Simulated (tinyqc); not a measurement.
A longer run and its error bar: q-state Potts model on a small periodic square lattice: enumeration, Metropolis, heat-bath and Wolff steps. Computed by tinyqc, a small Python program. Command: `OMP_NUM_THREADS=1 python tinyqc.py 3113154 3113155 out.jsonl potts walk`. One thread of a shared host (Intel(R) Xeon(R) Processor @ 2.30GHz), about 0.08 s of CPU time with the checks.

E = -J x (number of nearest-neighbour bonds with equal states); n x n sites with periodic edges have 2 n^2 bonds. Order parameter m = (q f - 1)/(q - 1), f being the largest share of one state. Sites are numbered row by row from 0. Here q = 3 and n = 3.

Inputs (values chosen for the exercise, for a model of domains or grain orientations): number of states q = 3; edge n = 3; coupling J = 68 meV; temperature T = 1250 K; seed = 865836.

Update: heat bath.

Constants: k_B = 8.617333262e-05 eV/K.

Method:
- K = J/(k_B T); the infinite square lattice orders at K_c = ln(1 + sqrt(q)); Wolff bond probability p = 1 - exp(-K).
- All q^(n^2) states are counted by their number b of equal bonds; weights g(b) exp(K b), K = J/(k_B T). Per site: u = -J <b>/n^2, c/k_B = K^2 (<b^2> - <b>^2)/n^2.
- ln Z = ln sum g(b) exp(K b); entropy per site s/k_B = (ln Z - K <b>)/n^2.
- After 400 updates are discarded, b is recorded for 4000 sweeps of n^2 steps of the update named (random numbers not printed, so these rows are one sample). Records are averaged in blocks; the error is the scatter of block means over sqrt(number of blocks), and the last column its square over that for single records.

start states:
$$\begin{pmatrix}
1 & 2 & 1 \\
2 & 2 & 1 \\
0 & 1 & 1
\end{pmatrix}$$

K = 0.631286

<b> = 10.4020

Blocking:
```
block length   mean b    error  variance ratio
1             10.3405  0.05748          1.0000
4             10.3405  0.08401          2.1363
16            10.3405  0.09927          2.9825
40            10.3405  0.10634          3.4224
100           10.3405  0.09792          2.9021
```

The run gives 10.341 +/- 0.106 (blocks of 40) against the exact 10.402, a difference of 0.6 error bars. Single records understate the error by a factor of about 1.8, because successive records are correlated.

Extremes, crossings and ranges named in words are read from the listed rows.
